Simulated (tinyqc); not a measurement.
From results back to parameters: electrons shared among three sets of ellipsoidal valleys. Three cases, with inputs chosen for the exercise.

Problem. An ellipsoidal valley with ml > mt has m_d = (ml mt^2)^(1/3) and 1/m_c = (1/ml + 2/mt)/3.

Case 1.

m_d = 0.220266 m0
m_c = 0.107961 m0

Case 2.

m_d = 0.322923 m0
m_c = 0.259442 m0

Case 3.

m_d = 0.323529 m0
m_c = 0.196307 m0

Find: K = ml/mt; ml; mt.

Solution. m_d/m_c = K^(1/3) (2 + 1/K)/3 rises steadily for K > 1, so it fixes K; then mt = m_d/K^(1/3) and ml = K mt.

Case 1.

K = ml/mt = 27.14
ml = 1.989 m0
mt = 0.0733 m0

Case 2.

K = ml/mt = 4.85
ml = 0.925 m0
mt = 0.1908 m0

Case 3.

K = ml/mt = 13.55
ml = 1.839 m0
mt = 0.1357 m0

Computed by tinyqc, one run a case: `OMP_NUM_THREADS=1 python tinyqc.py N N+1 out.jsonl` with N = 1681785, 1681807, 1681819; one thread of a shared Intel(R) Xeon(R) Processor @ 2.30GHz, about 0.02 s a run at most.
